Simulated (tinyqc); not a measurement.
# Tunnelling through a gate dielectric, WKB transmission and Tsu-Esaki current: effect of the tunnelling mass m1

Electrons leave the emitter at x = 0. Energies E (motion across the layers) are in eV from the emitter Fermi level; the collector Fermi level lies at -V and offers states at every E. No charge in the dielectric and no image force: F1 = V/t1, U = phi1 - F1 x. With C = hbar^2/(2 m0), kappa = sqrt(m (U - E)/C) where U > E and 0 elsewhere; T(E) = exp(-S), S = 2 times the integral of kappa over x.

Each layer adds (2/F) sqrt(m/C) [G(u at its left edge) - G(u at its right edge)] to S, with u = U - E (0 where negative) and G(u) = (2/3) u^1.5. J = J0 times the integral of T(E) N(E) dE, N = ln[(1 + exp(-E/Vt))/(1 + exp((-E - V)/Vt))], J0 = q^2 me m0 kB T/(2 pi^2 hbar^3) (times 1e-4 for A/cm^2 per eV), from E = -Ef to far above the barrier (T = 1 there), by quadrature converged to the digits shown.

Parameters, values chosen for the exercise; dielectric values close to those of zirconium oxide:

| symbol | value | unit | meaning |
|---|---|---|---|
| T | 400 | K | temperature |
| Ef | 2.3 | eV | Fermi energy of the emitter above its band bottom |
| me | 0.55 | m0 | emitter mass in the supply function |
| phi1 | 1.37 | eV | barrier of layer 1 above the emitter Fermi level at zero bias |
| t1 | 6 | nm | thickness of layer 1 |
| V | 2.5 | V | voltage across the dielectric |

Constants: q = 1.602176634e-19 C, kB = 1.380649e-23 J/K, hbar = 1.054571817e-34 J s, m0 = 9.1093837015e-31 kg, Vt = kB T/q, hbar^2/(2 m0) = 0.0380998212 eV nm^2. Results are converted to the units shown.

Result of one run:
```
S at E = 0	T(E = 0)	J (A/cm^2)	mean E of the current (eV)
11.76	7.837e-6	562.7	-0.08771
```

Which tunnelling mass of layer 1 m1 gave this result: 0.12, 0.2, 0.31 or 0.4 m0?

m1 = 0.2 m0.

The whole series:
```
m1 (m0)	S at E = 0	T(E = 0)	J (A/cm^2)	mean E of the current (eV)
0.12	9.107	1.109e-4	1.124e4	-0.1417
0.15	10.18	3.786e-5	3270	-0.1178
0.2	11.76	7.837e-6	562.7	-0.08771
0.25	13.14	1.956e-6	124.5	-0.06433
0.31	14.64	4.398e-7	25.56	-0.04095
0.4	16.63	6.015e-8	3.285	-0.01070
0.5	18.59	8.451e-9	0.4635	0.02022
0.63	20.87	8.670e-10	0.05206	0.06057
```

J falls from 11200 to 0.0521 A/cm^2. S goes as m1^(0.50): kappa is proportional to the square root of the mass.

Numbers from tinyqc (`OMP_NUM_THREADS=1 python tinyqc.py 2540101 2540102 out.jsonl`; about 0.05 s on one thread of a shared Intel Xeon 2.30GHz).
